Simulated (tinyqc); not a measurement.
From results back to parameters: band folding and unfolding in a supercell of a chain. Four cases, with inputs chosen for the exercise.

Problem. A chain with hopping -t and site energies alternating +V, -V has E = -/+ sqrt(V^2 + 4 t^2 cos^2(ka)); the lower state has weight (1 + 2t cos(ka)/|E|)/2 on k and the rest on k + pi/a. The gap at ka = pi/2 and the full spread at k = 0 come from hidden t and V.

Find: V, t; weight of the lowest state on k = 0.

Method. The gap is 2V and the spread 2 sqrt(V^2 + 4t^2).

Case 1.

values (eV): gap 1.74000, spread at k = 0 4.21583

Solution.

V, t (eV): 0.870  0.960

weight of the lowest state on k = 0 = 0.9554

Case 2.

values (eV): gap 0.86000, spread at k = 0 3.70130

Solution.

V, t (eV): 0.430  0.900

weight of the lowest state on k = 0 = 0.9863

Case 3.

values (eV): gap 1.00000, spread at k = 0 4.90306

Solution.

V, t (eV): 0.500  1.200

weight of the lowest state on k = 0 = 0.9895

Case 4.

values (eV): gap 1.62000, spread at k = 0 2.89558

Solution.

V, t (eV): 0.810  0.600

weight of the lowest state on k = 0 = 0.9144

Computed by tinyqc, one run a case: `OMP_NUM_THREADS=1 python tinyqc.py N N+1 out.jsonl` with N = 1481823, 1481871, 1482048, 1482086; one thread of a shared Intel(R) Xeon(R) Processor @ 2.30GHz, about 0.01 s a run at most.
